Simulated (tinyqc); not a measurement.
Carrier lifetime from Shockley-Read-Hall, radiative, Auger and surface recombination: one step, computed by the program tinyqc. Command: `OMP_NUM_THREADS=1 python tinyqc.py 3001483 3001484 out.jsonl lifetime walk`. One thread of a shared host (Intel(R) Xeon(R) Processor @ 2.30GHz), about 0.03 s of CPU time with the checks.

Energies are counted from the top of the valence band. Boltzmann statistics, full ionisation, and equal excess densities of electrons and holes.

Question. Equilibrium densities. N_c = 2 M_c (2 pi m_e k_B T/h^2)^(3/2) and N_v = 2 (2 pi m_h k_B T/h^2)^(3/2), masses in units of m_0. n_i = sqrt(N_c N_v) exp(-E_g/2 k_B T); majority density N/2 + sqrt(N^2/4 + n_i^2), minority density n_i^2 over it.

Inputs (values chosen for the exercise, with bands modelled on silicon):
```
quantity             value   unit
gap E_g               1.13     eV
electron mass m_e    0.336    m_0
valleys M_c              6      -
hole mass m_h        0.784    m_0
temperature T          400      K
doping N           1.5e+14  cm^-3
```

Doping: p-type. Surface term: two equal surfaces.

Constants: m_0 = 9.1093837015e-31 kg; k_B = 1.380649e-23 J/K; h = 6.62607015e-34 J s; k_B = 8.617333262e-05 eV/K.

Give: N_c; N_v; n_i; n_0; p_0.

Answer.

N_c = 4.515e+19 cm^-3

N_v = 2.682e+19 cm^-3

n_i = 2.648e+12 cm^-3

n_0 = 4.672e+10 cm^-3

p_0 = 1.500e+14 cm^-3
